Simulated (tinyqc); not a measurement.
# Worked calculation: MOSFET with velocity saturation and source resistance

tinyqc, about 0.01 s, one thread, Intel Xeon 2.30GHz (shared host): `OMP_NUM_THREADS=1 python tinyqc.py 2500069 2500070 out.jsonl` Printed values are rounded.

Strong inversion, charge Q = Cox (Vg - m V) at channel potential V with Vg the gate overdrive, and drift velocity v = mu E/(1 + mu E/vsat). Integrating along the channel gives I = mu Cox (1/L)(Vg Vd - m Vd^2/2)/(1 + Vd/Vc) per width, Vc = vsat L/mu, which peaks at Vdsat. Units: I in uA/um, Rs in ohm um, so the drop over Rs is 1e-6 I Rs volts.

Parameters, values chosen for the exercise:
- Cox = 1.86 uF/cm^2 (gate capacitance)
- mu0 = 500 cm^2/(V s) (mobility at low gate voltage)
- th = 0.1 1/V (mobility degradation)
- vsat = 6.8e6 cm/s (saturation velocity)
- m = 1.27 (body factor)
- VT = 0.66 V (threshold)
- L = 0.07 um (channel length)
- Rs = 300 ohm um (source resistance)
- Vgs = 2.5 V (gate voltage)

Range of the model: At this length velocity overshoot and near-ballistic transport, left out here, matter.

## Saturation without source resistance

Vg = Vgs - VT (0 if negative), mu = mu0/(1 + th Vg), Vc = vsat L/mu, x = sqrt(1 + 2 Vg/(m Vc)), Vdsat = 2 Vg/(m (1 + x)), Isat = Cox vsat Vg (x - 1)/(x + 1) per width. Long-channel limit: mu Cox Vg^2/(2 m L); short-channel limit: Cox vsat Vg.

Vg = 1.84 V
mu = 422.297 cm^2/(V s)
Vc = 0.112717 V
Vdsat = 0.469793 V
Isat = 1572.61 uA/um
long-channel limit = 14956.7 uA/um
short-channel limit = 2327.23 uA/um

Isat is 0.105 of the long-channel and 0.676 of the short-channel limit.

## Iteration 1: saturation current with source resistance

I at the start = 0 uA/um

Vg = Vgs - I Rs - VT (0 if negative), mu = mu0/(1 + th Vg), Vc = vsat L/mu, x = sqrt(1 + 2 Vg/(m Vc)), Vdsat = 2 Vg/(m (1 + x)), Isat = Cox vsat Vg (x - 1)/(x + 1) per width. I(new) = Isat.

Vg = 1.84 V
mu = 422.297 cm^2/(V s)
Vc = 0.112717 V
Vdsat = 0.469793 V
Isat = 1572.61 uA/um
I after iteration 1 = 1572.61 uA/um

## Iteration 2: saturation current with source resistance

As before.

Vg = 1.36822 V
mu = 439.823 cm^2/(V s)
Vc = 0.108225 V
Vdsat = 0.386652 V
Isat = 1109.45 uA/um
I after iteration 2 = 1109.45 uA/um

## Course of the iteration: saturation current with source resistance

Stop when I changes by less than 1e-6 uA/um, or after 80 iterations.

Course of the iteration:
```
iteration  I (uA/um)  |change| (uA/um)
1            1572.61              1570
2            1109.45               463
3            1244.47               135
4            1204.97              39.5
5            1216.51              11.5
6            1213.14              3.37
7            1214.13             0.986
8            1213.84             0.288
9            1213.92            0.0843
10           1213.90            0.0246
11           1213.90           7.20e-3
12           1213.90           2.11e-3
13           1213.90           6.15e-4
14           1213.90           1.80e-4
15           1213.90           5.26e-5
16           1213.90           1.54e-5
17           1213.90           4.49e-6
18           1213.90           1.31e-6
19           1213.90           3.84e-7
```

Converged in 19 iterations. At the end each change is about 0.29 times the one before, with alternating sign: linear convergence. The resistance lowers Isat by 22.8 %.
